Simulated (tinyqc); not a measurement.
Error of the time step: velocity overshoot from momentum and energy balance equations after a field step. Computed by tinyqc, a small Python program. Command: `OMP_NUM_THREADS=1 python tinyqc.py 3014009 3014010 out.jsonl overshoot walk`. One thread of a shared host (Intel(R) Xeon(R) Processor @ 2.30GHz), about 0.01 s of CPU time with the checks.

At t = 0 the field jumps from 0 to F in a uniform sample. v is the drift velocity and u = w - (3/2) k_B T the excess energy per carrier.

Inputs (values chosen for the exercise, modelled on electrons in germanium except for tau_E):
```
quantity                      value        unit
effective mass m               0.12         m_0
low-field mobility mu_0        4100  cm^2/(V s)
saturation velocity v_s        0.64    1e7 cm/s
energy relaxation time tau_E   0.39          ps
field after the step F          5.3       kV/cm
lattice temperature T           300           K
time step dt                    4.2          fs
```

Scheme: explicit Euler.

Constants: m_0 = 9.1093837015e-31 kg; e = 1.602176634e-19 C; k_B = 8.617333262e-05 eV/K.

Method:
- dv/dt = e F/m - v/tau_m(u), du/dt = e F v - u/tau_E, tau_m(u) = tau_0/(1 + c u), tau_0 = m mu_0/e, c = mu_0/(e tau_E v_s^2); this choice gives the steady state v (1 + mu_0 F v/v_s^2) = mu_0 F, which saturates at v_s. Steady velocity v = 2 mu_0 F/(1 + sqrt(1 + 4 (mu_0 F/v_s)^2)); u = e F v tau_E; carrier temperature T + 2u/(3 k_B), neglecting the drift energy m v^2/2.
- Step: v_new = v + dt (e F/m - v/tau_m(u)), u_new = u + dt (e F v - u/tau_E). Start v = u = 0; the distance adds dt (v + v_new)/2.
- The peak velocity is recomputed with dt/2 and dt/4 and by an adaptive Runge-Kutta method (tolerance 1e-9).

tau_0 = 279.733 fs

acceleration e F/m = 0.00776812 1e7 cm/s per fs

c = 256.661 1/eV

steady velocity = 0.552655 1e7 cm/s

Peak velocity:
```
step      v_peak (1e7 cm/s)  error (%)
dt                  0.89545     1.0990
dt/2                0.89051     0.5409
dt/4                0.88810     0.2692
adaptive            0.88572     0.0000
```

What does the comparison show, and why?

The explicit scheme puts the peak 1.10 % too high; halving dt divides the error by 2.03, as a first-order method should.

Extremes, crossings and ranges named in words are read from the listed rows.
